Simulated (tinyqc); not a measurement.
Inside a calculation. Method: CIS on RHF in the 6-31g basis, for H2, spin multiplicity 1. One step of it, computed by the program tinyqc.

Problem. CIS matrix, singlets. A(ia,jb) = (e_a - e_i) d_ij d_ab + 2 (ia|jb) - (ij|ab).

orbital energies (hartree): MO1 -0.545276, MO2 0.188012, MO3 0.867139, MO4 1.214503

Two-electron integrals over orbitals (pq|rs), unique and non-zero (hartree):
```
(11|11) 0.589324    (21|21) 0.099481    (22|11) 0.438915    (22|22) 0.396083
(31|11) 0.143847    (31|22) 0.062898    (31|31) 0.098895    (32|21) -0.000341
(32|32) 0.035026    (33|11) 0.512091    (33|22) 0.395144    (33|31) 0.119146
(33|33) 0.469316    (41|21) -0.081069   (41|32) -0.041097   (41|41) 0.118366
(42|11) -0.139937   (42|22) -0.066980   (42|31) -0.079603   (42|33) -0.112701
(42|42) 0.078483    (43|21) -0.108914   (43|32) -0.025083   (43|41) 0.125878
(43|43) 0.159642    (44|11) 0.594928    (44|22) 0.447192    (44|31) 0.179918
(44|33) 0.537673    (44|42) -0.165443   (44|44) 0.661371
```

Give: CIS matrix A, singlet.

Solution.

CIS matrix A, singlet (hartree):
```
         1>2     1>3      1>4
1>2   0.4933  0.0000  -0.0222
1>3   0.0000  1.0981   0.0000
1>4  -0.0222  0.0000   1.4016
```
